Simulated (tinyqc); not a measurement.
Inside a calculation. Model: on-chip interconnect, size-dependent resistivity and RC delay.

Program tinyqc, `OMP_NUM_THREADS=1 python tinyqc.py 2100163 2100164 out.jsonl`; Intel Xeon 2.30GHz, shared host, one thread, about 0.01 s. Printed values are rounded.

A rectangular line between two neighbours and two ground planes. Surface and grain-boundary scattering are added to the bulk resistivity as corrections; capacitances are parallel-plate values without fringing; inductance is ignored.

Values chosen for this exercise; metal values close to those of tungsten:
- rho0 = 5.22 uohm cm (bulk resistivity)
- lam = 16 nm (bulk mean free path)
- ps = 0 (specular share of surface scattering)
- Rg = 0.27 (reflection coefficient of grain boundaries)
- gr = 1 (grain size over the metal width)
- wd = 46 nm (drawn line width)
- AR = 1.3 (aspect ratio, height over width)
- tl = 0.7 nm (liner on both walls and the bottom, not conducting)
- sp = 69 nm (space to the neighbouring lines)
- hd = 100 nm (dielectric height to the planes above and below)
- ek = 3 (relative permittivity of the dielectric)
- Mf = 1 (Miller factor of the neighbours)
- Lw = 40 um (line length)
- Rd = 3100 ohm (driver resistance)
- Cl = 0.46 fF (load capacitance)
- dt = 2.9 ps (time step)

Constants: eps0 = 8.8541878128e-12 F/m. Results are converted to the units shown.

## Resistivity, resistance and capacitance per length

Metal width x = wd - 2 tl, height y = AR wd - tl; grain boundaries (Mayadas-Shatzkes): al = (lam/(gr x)) Rg/(1 - Rg), g = 1/[1 - 3 al/2 + 3 al^2 - 3 al^3 ln(1 + 1/al)] - 1; surfaces (Fuchs-Sondheimer, thick limit): s = (3/8) lam (1 - ps)(1/x + 1/y); rho = rho0 (1 + g + s); r = rho/(x y); c = eps0 ek (2 wd/hd + 2 Mf AR wd/sp).

x = 44.6 nm
y = 59.1 nm
al = 0.1326863
g = 0.1922366
s = 0.2360520
rho = 7.455667 uohm cm
r = 28.28552 ohm/um
c = 0.07047933 fF/um

rho is 1.43 times the bulk value; surfaces add more (0.236 against 0.192). The liner takes 4.18 % of the cross-section.

## Ladder and Elmore delays

5 equal pi sections: series Rs = r Lw/5; node capacitances c Lw/5, halved at nodes 0 and 5, with Cl added to node 5; Rd feeds node 0. Elmore delay of node k: the sum, over the resistors on the path to k, of resistance times all capacitance downstream of it.

Rs = 226.2841 ohm

```
node,C (fF),Elmore delay (ps)
0,0.2819173,10.16544
1,0.5638347,10.84367
2,0.5638347,11.39431
3,0.5638347,11.81737
4,0.5638347,12.11284
5,0.7419173,12.28073
```

The far-end value equals Rd (c Lw + Cl) + r Lw (c Lw/2 + Cl) for any number of pi sections; the line resistance contributes 17.2 % of it.

## Step 1: node voltages after a time step

```
node,v at t = 0 (V)
0,0
1,0
2,0
3,0
4,0
5,0
```

A 1 V step is applied behind Rd at t = 0. C dv/dt = -G v + b, with G the conductance matrix of the ladder (1/Rs between neighbours, 1/Rd added at node 0) and b = (1 V/Rd, 0, ...). Backward Euler step: (C/dt + G) v(new) = (C/dt) v + b.

```
node,v at t = 1 dt (V)
0,0.2919815
1,0.2467227
2,0.2123185
3,0.1872555
4,0.1704308
5,0.1611043
```

## Step 2: node voltages after a time step

As before.

```
node,v at t = 2 dt (V)
0,0.4407575
1,0.4032084
2,0.3725440
3,0.3489288
4,0.3324264
5,0.3230511
```

## Course in time

A 1 V step is applied behind Rd at t = 0. C dv/dt = -G v + b, with G the conductance matrix of the ladder (1/Rs between neighbours, 1/Rd added at node 0) and b = (1 V/Rd, 0, ...). Backward Euler step: (C/dt + G) v(new) = (C/dt) v + b. The last column solves the same ladder exactly by its modes.

Voltages (V):
```
t (ps),node 0,node 2,node 5,"node 5, exact"
2.900,0.2920,0.2123,0.1611,0.1753
5.800,0.4408,0.3725,0.3231,0.3573
8.700,0.5532,0.4982,0.4575,0.4991
11.60,0.6425,0.5984,0.5656,0.6097
14.50,0.7138,0.6786,0.6523,0.6958
17.40,0.7710,0.7427,0.7217,0.7629
20.30,0.8167,0.7941,0.7773,0.8153
23.20,0.8533,0.8352,0.8217,0.8560
26.10,0.8825,0.8681,0.8573,0.8878
29.00,0.9060,0.8944,0.8858,0.9126
31.90,0.9248,0.9155,0.9086,0.9319
34.80,0.9398,0.9323,0.9268,0.9469
```

The far end of the ladder reaches 0.5 V at 8.720 ps, 0.710 of its Elmore delay (ln 2 = 0.693 for a single pole); the slowest mode has a time constant of 11.63 ps. The largest error of the backward Euler steps at that node is 44 mV.
